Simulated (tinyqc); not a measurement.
Where the wafer is too thin: surface photovoltage measurement of the minority-carrier diffusion length in a wafer. Computed by tinyqc, a small Python program. Command: `OMP_NUM_THREADS=1 python tinyqc.py 3130218 3130219 out.jsonl spv walk`. One thread of a shared host (Intel(R) Xeon(R) Processor @ 2.30GHz), about 0.01 s of CPU time with the checks.

Low injection, steady light, a depletion layer much thinner than 1/alpha and L. The excess density dn is taken at the front edge of the neutral region; light that reaches the back is lost.

Inputs (values chosen for the exercise, modelled on p-type silicon at room temperature):

| quantity | value | unit |
|---|---|---|
| wafer thickness W | 625 | micrometre |
| diffusivity D | 33 | cm^2/s |
| front recombination velocity S_f | 200 | cm/s |
| back recombination velocity S_b | 610 | cm/s |
| photon flux entering | 1.9e+13 | 1/(cm^2 s) |

Method:
- alpha = (84.732/lambda - 76.417)^2 per cm with lambda in micrometre (an empirical fit for silicon between 0.7 and 1.05 micrometre).
- Thick wafer: dn = Phi L/((S_f + D/L)(L + 1/alpha)). Finite wafer, with s = S_b L/D, w = W/L, a = alpha L: dn = [Phi a/(a^2 - 1)] [a - B - exp(-alpha W)(a - s)/(cosh w + s sinh w)]/(S_f + B D/L), B = (sinh w + s cosh w)/(cosh w + s sinh w).
- Readings y = (Phi/dn) (1 + noise x g) at 780, 830, 880, 920, 950, 975 and 995 nm; a least-squares line y = c (1/alpha + L_app) gives L_app = intercept/slope.
- No noise; L is varied at fixed W, and the last two columns set S_b to 0 and to 1e7 cm/s.

Apparent length (micrometre):

| L | W/L | given S_b | S_b = 0 | S_b = 1e7 |
|---|---|---|---|---|
| 31.2 | 20.032 | 31.20 | 31.2 | 31.20 |
| 62.5 | 10.000 | 62.50 | 62.5 | 62.50 |
| 125.0 | 5.000 | 125.07 | 125.1 | 124.85 |
| 188.0 | 3.324 | 188.90 | 190.0 | 185.71 |
| 312.0 | 2.003 | 317.93 | 338.1 | 285.54 |
| 500.0 | 1.250 | 499.71 | 647.2 | 376.13 |
| 812.0 | 0.770 | 706.15 | 1396.4 | 438.24 |
| 1310.0 | 0.477 | 857.53 | 3034.8 | 468.95 |
| 2500.0 | 0.250 | 955.67 | 7352.9 | 484.66 |

With a fast back surface L_app levels off, at 485 micrometre in the last row; with a passive one it reaches up to 2.94 times L among these rows and is 7350 in the last. All three columns are within 5 % of L down to W/L = 3.3.

Extremes, crossings and ranges named in words are read from the listed rows.
